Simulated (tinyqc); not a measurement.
Chemical vapour deposition: Grove model, boundary layer, depletion and step coverage: one step, computed by the program tinyqc. Command: `OMP_NUM_THREADS=1 python tinyqc.py 3017964 3017965 out.jsonl cvd walk`. One thread of a shared host (Intel(R) Xeon(R) Processor @ 2.30GHz), about 0.01 s of CPU time with the checks.

A precursor diffuses to the surface and reacts there at first order; each molecule that reacts adds one formula unit of film.

Question. Gas-phase and surface constants. k_s = k0 exp(-E/(k_B T)); C_g = Y p/(k_B T), 1 torr = 133.322 Pa; D = D0 (T/273.15)^1.75 (760/p). Temperatures in kelvin are T(C) + 273.15. Mean speed c = sqrt(8 k_B T/(pi M)); reactive sticking probability beta = 4 k_s/c.

Inputs (values chosen for the exercise, close to those used for tungsten from its fluoride):
```
quantity                                       value    unit
prefactor k0 of k_s                          1.1e+06    cm/s
activation energy E                            0.741      eV
temperature T                                    450       C
total pressure p                                 760    torr
mole fraction of the precursor Y               0.011       -
gas diffusivity D0 at 273.15 K and 760 torr     0.23  cm^2/s
precursor mass M                                 298       u
```

Reactor: horizontal, atmospheric.

Constants: k_B = 1.380649e-23 J/K; u = 1.6605390666e-27 kg; k_B = 8.617333262e-05 eV/K.

Give: surface rate constant k_s; precursor density C_g; gas diffusivity D; mean speed c; sticking probability beta.

Answer.

surface rate constant k_s = 7.5373 cm/s

precursor density C_g = 1.1163e+17 1/cm^3

gas diffusivity D = 1.2638 cm^2/s

mean speed c = 22667 cm/s

sticking probability beta = 0.0013301
